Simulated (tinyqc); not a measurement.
Self-heating of a transistor with one or more fingers, with temperature-dependent conductivity: one step, computed by the program tinyqc.

N long parallel fingers lie on the top face of a slab whose bottom is held at T_0; the top is otherwise insulated, and heat flows in two dimensions. P in W/mm is 1000 P in W/m.

Task: Correction for the falling conductivity. Kirchhoff transformation for kappa = kappa_0 (T/T_0)^-m: T = T_0 [1 - (m - 1) theta/T_0]^(-1/(m - 1)), where theta is the linear rise. The bracket vanishes at the power P T_0/((m - 1) theta).

Inputs (values chosen for the exercise, modelled on silicon): exponent m in kappa ~ T^-m = 1.27; base temperature T_0 = 300 K; power per gate width P = 4.7 W/mm.

Power: power rises with temperature.

largest theta = 95.72785 K

Give: peak temperature; true rise; true rise / linear rise; power at which the formula diverges.

Result:

peak temperature = 418.8 K

true rise = 118.8 K

true rise / linear rise = 1.241

power at which the formula diverges = 54.55 W/mm

The falling conductivity adds 24.1 % to the rise.
